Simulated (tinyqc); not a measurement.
Worked calculation: bound state in one dimension: Numerov shooting, finite differences, DVR. Computed by tinyqc, a small Python program that keeps every step. Settings: points = 64. Command: `OMP_NUM_THREADS=1 python tinyqc.py 26375 26376 out.jsonl` (the two numbers bound the seeds that draw the settings). One thread of a shared host (Intel(R) Xeon(R) Processor @ 2.60GHz), about 0.01 s of CPU time with the checks.

## Numerov steps at E = 0.1

One particle of mass 1 in V = 5.05 (x^2 - 1.81^2)^2 / 1.81^4 (atomic units), psi = 0 at both ends:
```
parameter                 value
left end              -3.400000
right end              3.400000
intervals                    64
h                      0.106250
state sought (nodes)          3
```

k_i = 2 m (E - V_i); (1 + h^2 k_(i+1)/12) y_(i+1) = 2 (1 - 5 h^2 k_i/12) y_i - (1 + h^2 k_(i-1)/12) y_(i-1), from y_0 = 0, y_1 = 0.001.

Points along the way:
```
i           x          V           k         y
0   -3.400000  32.288419  -64.376837  0.000000
1   -3.293750  26.982198  -53.764396  0.001000
2   -3.187500  22.297999  -44.395999  0.002615
3   -3.081250  18.191928  -36.183856  0.005562
4   -2.975000  14.621530  -29.043060  0.010807
5   -2.868750  11.545789  -22.891577  0.019617
21  -1.168750   1.716722   -3.233444  0.946542
22  -1.062500   2.169300   -4.138599  1.091349
23  -0.956250   2.624348   -5.048695  1.287642
24  -0.850000   3.068194   -5.936388  1.558044
25  -0.743750   3.488606   -6.777212  1.933902
26  -0.637500   3.874790   -7.549580  2.459228
```

## Bisection on the node count

With more sign changes than the state has nodes (the last point included) the energy is too high, else too low; the bracket starts as 0.1 to 12.

Trials:
```
trial           E  sign changes  y at the right end   next
1      6.05000000             4            9.21e-01  lower
2      3.07500000             2            1.38e+02  raise
3      4.56250000             3           -5.35e-01  raise
4      5.30625000             4            2.00e+00  lower
5      4.93437500             4            8.73e-01  lower
6      4.74843750             4            2.84e-02  lower
7      4.65546875             3           -3.24e-01  raise
8      4.70195313             3           -1.61e-01  raise
9      4.72519531             3           -6.87e-02  raise
10     4.73681641             3           -2.07e-02  raise
11     4.74262695             4            3.70e-03  lower
12     4.73972168             3           -8.54e-03  raise
13     4.74117432             3           -2.43e-03  raise
14     4.74190063             4            6.31e-04  lower
...           ...           ...                 ...    ...
29     4.74175108             3           -4.49e-08  raise
30     4.74175110             4            1.79e-09  lower
31     4.74175109             3           -2.16e-08  raise
```

eigenvalue = 4.74175109 hartree

## The same grid by other methods

Three-point finite differences and the sine-DVR kinetic matrix of Colbert and Miller on the same points.

Lowest levels (hartree):
```
state  finite differences       DVR
0                1.660536  1.664274
1                1.671312  1.675022
2                4.350566  4.359786
3                4.725940  4.741851
4                6.397438  6.423356
5                7.825572  7.877585
```
